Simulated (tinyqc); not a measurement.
Inside a calculation. Model: resistance of a tapered via with liner, size effect and interface.

tinyqc, about 0.01 s, one thread, Intel Xeon 2.30GHz (shared host): `OMP_NUM_THREADS=1 python tinyqc.py 2750011 2750012 out.jsonl` Printed values are rounded.

A round via whose diameter grows from db at the bottom as D(z) = db + 2 z/tan(ang). The fill, of diameter D - 2 tl, starts above the bottom liner (thickness fb tl) and has rho = rho0 (1 + ks lam/(D - 2 tl)); the sidewall liner conducts in parallel with it. The bottom liner and the interface are crossed over the full area pi db^2/4. Spreading in the lines above and below is left out.

Parameters, values chosen for the exercise; fill metal close to copper:
- db = 9.7 nm (diameter at the bottom)
- hv = 26 nm (height)
- ang = 89 degrees (sidewall angle)
- rho0 = 1.64 uohm cm (bulk resistivity of the fill)
- lam = 38.7 nm (mean free path of the fill)
- ks = 1.3 (size-effect factor)
- tl = 1.8 nm (liner on the sidewall)
- fb = 1 (liner at the bottom over that on the sidewall)
- rl = 200 uohm cm (resistivity of the liner)
- ri = 1.1e-12 ohm cm^2 (interface resistivity at the bottom)
- Sb = 1.1e15 S/m^2 (ballistic conductance per area, about 3/(4 rho0 lam))

## Slices of the via

Slices between z0 = fb tl and hv, evaluated at their midpoints: conductance per length pi/4 [(D - 2 tl)^2/rho + (D^2 - (D - 2 tl)^2)/rl], slice resistance = slice height over that. 6 slices.

```
slice   z (nm)   D (nm)  rho (uohm cm)  slice resistance (ohm)
0      3.81667  9.83324        14.8768                 17.7030
1         7.85  9.97404        14.5844                 16.6733
2      11.8833  10.1148        14.3047                 15.7218
3      15.9167  10.2557        14.0367                 14.8411
4        19.95  10.3965        13.7799                 14.0251
5      23.9833  10.5373        13.5335                 13.2678
```

## Total resistance

R_fill = sum of the slices; R_bottom = rl fb tl/(pi db^2/4); R_interface = ri/(pi db^2/4); ballistic (Sharvin) limit 1/(Sb pi (db - 2 tl)^2/4); ideal cylinder rho0 hv/(pi db^2/4).

parts (ohm): fill 92.2322, bottom liner 48.7157, interface 1.48854
R = 142.436 ohm
shares (%): fill 64.7532, bottom liner 34.2017, interface 1.0451
ballistic limit = 31.1070 ohm
ideal cylinder = 5.77011 ohm

The fill is the largest part, and R is 24.7 times the ideal cylinder. With 2000 slices R = 142.45 ohm.
